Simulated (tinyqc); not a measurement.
Interface traps by the conductance method, a continuum of levels: one step of the calculation.

MOS capacitor on an n-type substrate; psi is the band bending, negative in depletion; only majority carriers are counted. The traps exchange electrons with the conduction band; their admittance lies in parallel with Cd, and that pair in series with Cox and Rs. w = 2 pi f.

Question. Extraction from the readings. Ignoring Rs: Gp/w = w Cox^2 Gm/[Gm^2 + w^2 (Cox - Cm)^2].

Cox = 1817.4386 nF/cm^2
Cm = 153.85257 nF/cm^2
Gm/w = 1.7462417 nF/cm^2

Find: extracted Gp/w.

Answer.

extracted Gp/w = 2.0842 nF/cm^2

The uncorrected series resistance makes this 0.030 % above the true Gp/w.

Program tinyqc, `OMP_NUM_THREADS=1 python tinyqc.py 2030160 2030161 out.jsonl`; Intel Xeon 2.30GHz, shared host, one thread, about 0.02 s.
